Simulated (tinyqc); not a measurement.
# CMOS inverter, nodal equation and switching: effect of the n-channel threshold

An n-channel pull-down (bn, VTn) and a p-channel pull-up (bp, VTp) share the input Vin and the output node Vout, which carries the load C. Transistor (EKV form, voltages against the body): I = 2 n b Vt^2 [F(vp - Vs) - F(vp - Vd)] from drain to source, F(v) = ln^2(1 + exp(v/(2 Vt))), vp = (Vg - VT + sg |Vd - Vs|)/n. n-channel bodies are at 0; for the p-channel device all voltages are counted down from Vdd. b in uA/V^2 gives I in uA. Static: In = Ip. Transient: C dVout/dt = Ip - In. No velocity saturation, no gate capacitance beyond C.

VM solves In = Ip with Vin = Vout; VIL and VIH are the inputs of gain -1, NML = VIL - Vout(VIH), NMH = Vout(VIL) - VIH. For a step input the delay to Vdd/2 is tHL = C times the integral of dV/(In - Ip) from Vdd/2 to Vdd at Vin = Vdd, and tLH likewise with Ip - In from 0 to Vdd/2 at Vin = 0.

Parameters, values chosen for the exercise:
- T = 300 K (temperature)
- Vdd = 1.2 V (supply voltage)
- n = 1.16 (slope factor)
- sg = 0.086 (drain-induced barrier lowering)
- VTp = 0.3 V (p-channel threshold (magnitude))
- bn = 730 uA/V^2 (gain factor of the pull-down transistor)
- bp = 730 uA/V^2 (gain factor of the pull-up transistor)
- C = 0.97 fF (load capacitance)

Constants: q = 1.602176634e-19 C, kB = 1.380649e-23 J/K, Vt = kB T/q. Results are converted to the units shown.

Result of one run:
```
VM (V),gain at VM,NML (V),NMH (V),tHL (ps),tLH (ps)
0.6921,-11.63,0.5353,0.3353,3.066,1.959
```

Which n-channel threshold VTn gave this result: 0.3, 0.35, 0.4 or 0.5 V?

VTn = 0.5 V.

The whole series:
```
VTn (V),VM (V),gain at VM,NML (V),NMH (V),tHL (ps),tLH (ps)
0.15,0.5309,-11.61,0.2852,0.4352,1.503,1.959
0.2,0.5540,-11.62,0.3211,0.4211,1.632,1.959
0.25,0.5770,-11.63,0.3570,0.4070,1.783,1.959
0.3,0.6000,-11.63,0.3929,0.3929,1.959,1.959
0.35,0.6230,-11.63,0.4286,0.3786,2.167,1.959
0.4,0.6460,-11.63,0.4643,0.3643,2.414,1.959
0.45,0.6691,-11.63,0.4999,0.3499,2.709,1.959
0.5,0.6921,-11.63,0.5353,0.3353,3.066,1.959
```

As VTn goes from 0.15 to 0.5 V, VM rises from 0.531 to 0.692 V, the size of the gain stays near 11.6, tHL rises from 1.50 to 3.07 ps and tLH stays near 1.96 ps. The smaller margin is largest, 0.393 V, at VTn = 0.3 V among the rows. In every row the overdrive passes 0.5 V, where velocity saturation, left out here, would lengthen the delays of short devices.

Numbers from tinyqc (`OMP_NUM_THREADS=1 python tinyqc.py 2340155 2340156 out.jsonl`; about 0.05 s on one thread of a shared Intel Xeon 2.30GHz).
